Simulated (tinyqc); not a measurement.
Hot carriers by balance equations with a heated Maxwellian: one step, computed by the program tinyqc. Command: `OMP_NUM_THREADS=1 python tinyqc.py 3030618 3030619 out.jsonl hot walk`. One thread of a shared host (Intel(R) Xeon(R) Processor @ 2.30GHz), about 0.02 s of CPU time with the checks.

The carriers follow a Maxwellian at an electron temperature T_e, slightly displaced; the drift energy is neglected against k_B T_e. The balance averages the rate, not the time, so mu_0 lies below the relaxation-time value.

Problem. Equilibrium values. Parabolic band: E = hbar^2 k^2/(2 m), speed v = hbar k/m, states per spin, volume and energy g(E) = m k/(2 pi^2 hbar^2). Masses are multiplied by m_0 and all formulas are in SI units. Phonon occupation N_q = 1/(exp(hbar w/(k_B T)) - 1). Acoustic deformation potential (elastic, equipartition, absorption and emission together): 1/tau = 2 pi k_B T D_A^2 g(E)/(hbar rho v_l^2). Optical or intervalley deformation potential: 1/tau = (pi Z_f D_o^2/(rho w)) [N_q g(E + hbar w) + (N_q + 1) g(E - hbar w)], with g = 0 below the band edge. Averages over the Maxwellian, <y> = int y x^(1/2) exp(-x) dx / int x^(1/2) exp(-x) dx with x = E/(k_B T_e), split at x_0 = hbar w/(k_B T_e): 64 Gauss-Legendre points in sqrt(x) below it and 128 in sqrt(x - x_0) above it, up to x = 32. Momentum balance: mu(T_e) = e/(m nu), nu = <x (sum of rates)>/<x>. Power lost per carrier: P(T_e) = hbar w <emission rate - absorption rate> + <(2 m v_l^2/(k_B T)) (E - 2 k_B T) acoustic rate>. Energy relaxation time at weak heating: tau_E = (3/2) k_B / (dP/dT_e), the derivative by a central difference of +/- 0.5 K at T_e = T.

Inputs (values chosen for the exercise, for a model non-polar semiconductor): effective mass m = 0.296 m_0; density rho = 5150 kg/m^3; sound velocity v_l = 6480 m/s; acoustic deformation potential D_A = 12 eV; phonon energy hbar w = 27.4 meV; optical or intervalley deformation potential D_o = 2.6 1e8 eV/cm; final valleys Z_f = 3; lattice temperature T = 300 K.

Band: parabolic. Solver: Newton.

Constants: k_B = 8.617333262e-05 eV/K; k_B = 1.380649e-23 J/K; e = 1.602176634e-19 C; hbar = 1.054571817e-34 J s; m_0 = 9.1093837015e-31 kg; hbar = 6.582119569e-16 eV s.

Give: low-field mobility mu_0; energy relaxation time tau_E.

Solution.

low-field mobility mu_0 = 1303 cm^2/(V s)

energy relaxation time tau_E = 3.579 ps

tau_E is 16.3 times the momentum relaxation time m mu_0/e: energy is lost more slowly than direction, which is why carriers heat.
